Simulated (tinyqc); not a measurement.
# From solid share x back to growth temperature T

Model: precursor delivery and alloy composition in metal-organic vapour-phase epitaxy. Computed by tinyqc, a small Python program. Command: `OMP_NUM_THREADS=1 python tinyqc.py 3010321 3010322 out.jsonl movpe inv`. One thread of a shared host (Intel(R) Xeon(R) Processor @ 2.30GHz), about 0.02 s of CPU time with the checks.

Carrier gas leaves each bubbler saturated. Group-III species cross a boundary layer and react at the surface; element 2 can also desorb. The film is (1)_(1-x) (2)_x V with a zinc-blende cell.

Inputs (values chosen for the exercise, close to those used for AlGaAs from TMAl and TMGa):
```
quantity                                   value      unit
source 1: a in log10(p/torr) = a - b/T      8.22         -
source 1: b                                 2134         K
source 1: bath temperature                    21         C
source 1: carrier flow                        53      sccm
source 2: a                                 8.07         -
source 2: b                                 1703         K
source 2: bath temperature                    -1         C
source 2: carrier flow                       5.5      sccm
bubbler pressure p_b                         600      torr
group-V hydride flow                         200      sccm
total flow                                    20       slm
reactor pressure p                            40      torr
diffusivity D0 at 273.15 K and 760 torr     0.38    cm^2/s
boundary layer delta                         1.4        cm
prefactor of the surface rate k_s        2.7e+13      cm/s
energy of k_s                               1.86        eV
prefactor of the loss of element 2       1.5e+17  layers/s
energy of the loss                          3.61        eV
lattice constant a                         5.655  angstrom
```

Constants: k_B = 1.380649e-23 J/K; k_B = 8.617333262e-05 eV/K.

Method:
- Temperatures in kelvin are T(C) + 273.15.
- Vapour pressure p_v = 10^(a - b/T); precursor flow = carrier flow x p_v/(p_b - p_v); 1 sccm = 44.615 micromol/min; V/III = hydride flow over the sum of both; gas share x_g = F2/(F1 + F2).
- Partial pressure p_i = p F_i/(44615 x total flow in slm); density n_i = p_i/(k_B T), 1 torr = 133.322 Pa; D = D0 (T/273.15)^1.75 (760/p), h = D/delta, the same for both; k_s = prefactor x exp(-energy/(k_B T)); arrival J_i = n_i/(1/h + 1/k_s); in layers per second g_i = J_i a^2/2 (two group-III sites per a^2 on (001)).
- Loss of element 2 is r x with r = prefactor x exp(-energy/(k_B T)). Then x = (g2 - r x)/(g1 + g2 - r x), or r x^2 - (g1 + g2 + r) x + g2 = 0, smaller root; growth rate G = g1/(1 - x) layers/s; one layer is a/2 thick, 1 angstrom/s = 0.36 um/h.
- Distribution coefficient = [x/(1 - x)]/[x_g/(1 - x_g)], x_g = g2/(g1 + g2).

Task: A run gave the result below. Find the growth temperature T, known to lie between 690 and 770 C.

solid share x = 0.4201821

Result:

Each step takes the trial c = (a f_b - b f_a)/(f_b - f_a), f being the result less the target and a, b, c the logarithms of the listed values; c replaces end b, the old b replaces a if the sign of f changed, and otherwise f_a is halved.

Scan of the range:
```
growth temperature T (C)  solid share x
690                            0.444131
703                            0.442495
716                            0.439713
729                            0.435058
742                            0.427397
756                            0.413828
770                            0.391815
```

False position (Illinois rule, in the logarithm of the input) inside the bracket:
```
step    end a    end b    trial  solid share x
1     742.000  756.000  749.411       0.421062
2     756.000  749.411  750.210       0.420273
3     756.000  750.210  750.370       0.420112
4     750.210  750.370  750.300       0.420182
5     750.370  750.300  750.300       0.420182
```

Solid share x falls at every point of a 13-point scan of the range (every second point is shown), so one value fits; it is bracketed by 742 and 756. Answer: growth temperature T = 750.3 C.

Caution: trimethylaluminium is largely a dimer in the vapour, which would double its metal flow; it is counted as a monomer here. Caution: the lattice constant is held fixed as x changes, delta does not respond to the flow, both precursors share one D and k_s, and gas-phase side reactions are left out.
